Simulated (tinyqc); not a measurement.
Worked calculation: current of a Schottky diode by thermionic-emission-diffusion theory, and its read-back from I-V-T and C-V data. Computed by tinyqc, a small Python program that keeps every step. Command: `OMP_NUM_THREADS=1 python tinyqc.py 3017321 3017322 out.jsonl schottky walk`. One thread of a shared host (Intel(R) Xeon(R) Processor @ 2.30GHz), about 0.01 s of CPU time with the checks. Intermediate numbers are printed to about 5 digits and carried at full precision; extremes and crossings named in words are read from the listed rows.

Full ionisation, no tunnelling, no recombination current. V is the voltage across the junction itself, forward positive.

Inputs (values chosen for the exercise, modelled on n-type GaAs):
```
quantity                                     value           unit
Richardson constant A*                        8.04   A/(cm^2 K^2)
effective density of states at 300 K, N_c  4.6e+17         1/cm^3
permittivity eps                              12.9              -
mobility mu                                   6200     cm^2/(V s)
barrier without image force phi_0 (mean)     0.753             eV
doping N                                     1e+16         1/cm^3
series resistance R_s                            2  milliohm cm^2
junction voltage V                            0.39              V
temperature T                                  200              K
standard deviation sigma                        36            meV
relative change of sigma^2 with bias, rho     0.62            1/V
```

Barrier: Gaussian spread of heights.

Constants: k_B = 8.617333262e-05 eV/K; e = 1.602176634e-19 C; eps_0 = 8.8541878128e-12 F/m.

## Barrier at the given bias

N_c(T) = N_c (T/300 K)^(3/2); V_bi = phi_0 - (k_B T/e) ln(N_c(T)/N); surface field F = sqrt(2 e N (V_bi - V - k_B T/e)/(eps eps_0)); image lowering d_phi = sqrt(e F/(4 pi eps eps_0)); effective barrier phi = phi_0 - d_phi - sigma^2 (1 - rho V)/(2 k_B T).

built-in voltage V_bi = 0.69750 V

surface field F = 28.536 kV/cm

image lowering = 17.848 meV

effective barrier phi = 0.70665 eV

## Current

Collection velocity v_R = A* T^2/(e N_c(T)); diffusion velocity v_D = mu F; J = e N_c(T) v_R/(1 + v_R/v_D) exp(-phi/k_B T) [exp(e V/k_B T) - 1]. Terminal voltage V + J R_s.

v_R = 8.0165e+06 cm/s

v_D = 1.7692e+08 cm/s

current density J = 0.0032282 A/cm^2

terminal voltage = 0.39001 V

v_D/v_R = 22.1: emission over the barrier limits the current.

## Read-back from the I-V curve

Ideality n = (e/k_B T)/(d ln J/dV) by a central difference of +/- 1 mV; J_0 = J exp(-e V/(n k_B T)); apparent barrier phi_IV = k_B T ln(A* T^2/J_0); a C-V plot gives phi_CV = phi_0, the mean without lowering.

ideality factor n = 1.0416

extrapolated J_0 = 1.1863e-12 A/cm^2

apparent barrier phi_IV = 0.69182 eV

phi_CV - phi_IV = 61.179 meV

n exceeds 1 because forward bias lowers the field, which weakens the image lowering, and narrows the spread of barriers.

## Temperature series and Richardson plot

A least-squares line of ln(J_0/T^2) against 1/(k_B T) gives a barrier (minus the slope) and a Richardson constant (exp of the intercept).

At the same junction voltage:
```
T (K)  1/k_B T (1/eV)       n  J_0 (A/cm^2)  phi_IV (eV)  ln(J_0/T^2)
200            58.023  1.0416    1.1863e-12      0.69182      -38.057
250            46.418  1.0386    4.0035e-09      0.69937      -30.379
300            38.682  1.0379    1.0657e-06      0.70431      -25.159
350            33.156  1.0391    6.3675e-05      0.70763      -21.378
400            29.011  1.0423    1.4697e-03      0.70972      -18.506
450            25.788  1.0484    1.7916e-02      0.71061      -16.241
```

barrier from the Richardson plot = 0.67655 eV

Richardson constant from the plot = 3.0126 A/(cm^2 K^2)

From 200 to 450 K n goes from 1.042 to 1.048 and phi_IV from 0.692 to 0.711 eV. The plot returns 0.677 eV against phi_0 = 0.753 and a constant 0.375 times the true A*: a spread of barriers lets cold carriers pick the low patches, which bends the plot and lowers both numbers.

## Forward curve with series resistance

Terminal voltage V + J R_s; apparent ideality from neighbouring rows, (e/k_B T) dV_terminal/d ln J.

Forward curve; the last column belongs to the interval up to the next row:
```
V (V)  J (A/cm^2)  terminal voltage (V)  apparent n
0.166  1.1744e-08                0.1660       1.036
0.230  4.2367e-07                0.2300       1.037
0.295  1.6083e-05                0.2950       1.039
0.359  5.7345e-04                0.3590       1.042
0.423  2.0258e-02                0.4230       1.069
0.488  7.4575e-01                0.4895       1.863
0.552  2.5326e+01                0.6027      28.447
0.617  8.5573e+02                2.3285           -
```

The resistance takes over where J R_s exceeds k_B T/e, at J = 8.62 A/cm^2; the apparent ideality climbs from 1.04 to 28.4, so barrier and n must be read below that current. Rows where the resistance drops more than 1 V are formal, since self-heating is left out.

Checks made by the program: v_D = mu F against the drift-diffusion integral over the parabolic barrier, a ratio 2 y Dawson(y) with y^2 = (V_bi - V)/(k_B T/e) - 1 (relative difference 3e-02).
